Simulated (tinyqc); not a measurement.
# Changing the volume V0 of phase 2

Model: pressure-driven transition between two phases with analytic equations of state. Computed by tinyqc, a small Python program. Command: `OMP_NUM_THREADS=1 python tinyqc.py 3026034 3026035 out.jsonl transition sweep`. One thread of a shared host (Intel(R) Xeon(R) Processor @ 2.30GHz), about 0.02 s of CPU time with the checks.

Each phase obeys E = E0 + (9 V0 B0/16) [y^3 B' + y^2 (2 - 4 y)], y = (V0/V)^(2/3) - 1; P = (3 B0/2) (x^7 - x^5) [1 + (3/4)(B' - 4)(x^2 - 1)], x = (V0/V)^(1/3); E0 = 0 for phase 1 and Delta E0 for phase 2. H = E + P V.

Inputs (values chosen for the exercise, for two model phases):

| quantity | value | unit |
|---|---|---|
| volume V0 of phase 1 | 27.1 | angstrom^3/atom |
| B0 of phase 1 | 142 | GPa |
| B' of phase 1 | 4.95 | - |
| B0 of phase 2 | 182 | GPa |
| B' of phase 2 | 4.34 | - |
| energy of phase 2 above phase 1, Delta E0 | 0.29 | eV/atom |

Equation of state: Birch-Murnaghan.

Constants: 1 eV/angstrom^3 = 160.2176634 GPa.

Method. If neither phase were compressed, P = Delta E0/(V0 of phase 1 - V0 of phase 2). Start from P = Delta E0/(V0 of phase 1 - V0 of phase 2); at each P solve P(V) = P for both phases and step P(new) = P - (H_2 - H_1)/(V_2 - V_1); stop when |H_2 - H_1| < 1e-10 eV. At the zero-temperature transition the volume change is V_2/V_1 - 1 and the work is P (V_1 - V_2).

One run for each value:

| volume V0 of phase 2 (angstrom^3/atom) | transition pressure (GPa) | rigid estimate (GPa) | volume change (%) |
|---|---|---|---|
| 19.0 | 5.90 | 5.74 | -29.36 |
| 19.9 | 6.68 | 6.45 | -25.96 |
| 20.8 | 7.69 | 7.38 | -22.54 |
| 21.7 | 9.07 | 8.60 | -19.08 |
| 22.6 | 11.06 | 10.33 | -15.59 |
| 23.5 | 14.23 | 12.91 | -12.04 |
| 24.5 | 21.12 | 17.87 | -7.95 |
| 25.4 | 39.21 | 27.33 | -4.04 |

Over the rows, transition pressure (GPa) rises from 5.90 to 39.2 (exponent d ln y / d ln x 2.7 between the first rows and 17 between the last); rigid estimate (GPa) rises from 5.74 to 27.3 (exponent d ln y / d ln x 2.5 between the first rows and 12 between the last); volume change (%) rises from -29.4 to -4.04 (exponent d ln y / d ln x -2.7 between the first rows and -19 between the last). The smaller the volume gain, the more pressure is needed to pay Delta E0. Left out: 26.3 (no transition within the range of the equations of state).
